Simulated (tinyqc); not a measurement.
A square-lattice strip 2 sites wide in a magnetic flux, recursive Green functions: one step of the calculation.

The device has N = 3 slices of 2 site(s), nearest-neighbour hopping -t, and site energies U; the leads are semi-infinite continuations with site energy 0 and no flux. The hopping from slice i to i + 1 inside the device carries the phase exp(2 pi i f j) on row j = 1, 2, ...: V = <i+1|H|i> = -t diag(exp(2 pi i f j)).

Question. Transmission and its channels. T(E) = Tr[Gamma G_(N,1) Gamma G_(N,1)^dagger]. The non-zero eigenvalues T_n of the matrix under the trace are the channel transmissions; Fano factor sum T_n (1 - T_n)/sum T_n.

Inputs (values chosen for the exercise):
- t = 1 eV (hopping (matrix element -t))
- E = -1.73 eV (energy)

G_(3,1) (1/eV):

|  | 1 | 2 |
|---|---|---|
| 1 | 0.0524991-0.2721985i | 0.3103711+0.2007289i |
| 2 | 0.3264444+0.3049042i | -0.8414209-1.2641563i |

Gamma (eV):

|  | 1 | 2 |
|---|---|---|
| 1 | 0.93100752 | 0.93100752 |
| 2 | 0.93100752 | 0.93100752 |

Wanted: T(E); T_n; Fano factor.

Answer.

T(E) = 0.94090
T_n: [0.94090]
Fano factor = 0.059095

With 1 open mode(s) in the leads T(E) cannot exceed 1. Inverting the whole matrix gives the same value.

tinyqc, about 0.01 s, one thread, Intel Xeon 2.30GHz (shared host): `OMP_NUM_THREADS=1 python tinyqc.py 2660032 2660033 out.jsonl`
